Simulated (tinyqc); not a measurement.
Threshold-voltage variability of a planar MOSFET, analytic estimates: one step of the calculation.

Three independent sources add in quadrature: random dopants in the depleted layer, metal-gate grains of two orientations, and roughness of the two gate edges acting through the roll-off VT = VT(long) - Vr exp(-L/l). These are first-order estimates: no three-dimensional electrostatics, no percolation.

Question. Margin in standard deviations for the wanted yield. Cells fail independently with probability Q(k) = erfc(k/sqrt(2))/2 when the margin is k standard deviations, and Y = exp(-Nb Q(k)). phi = exp(-k^2/2)/sqrt(2 pi). Newton steps on ln Q(k) = ln(-ln(Y)/Nb): k(new) = k + [ln Q - ln(-ln(Y)/Nb)] Q/phi.

Values chosen for this exercise:
- Nb = 8388608 (number of cells)
- Y = 0.994 (wanted yield)

k at the start = 3

Wanted: Q(k); phi; k after iteration 1.

Answer.

Q(k) = 0.001350
phi = 0.004432
k after iteration 1 = 7.401

tinyqc, about 0.01 s, one thread, Intel Xeon 2.30GHz (shared host): `OMP_NUM_THREADS=1 python tinyqc.py 2090019 2090020 out.jsonl`
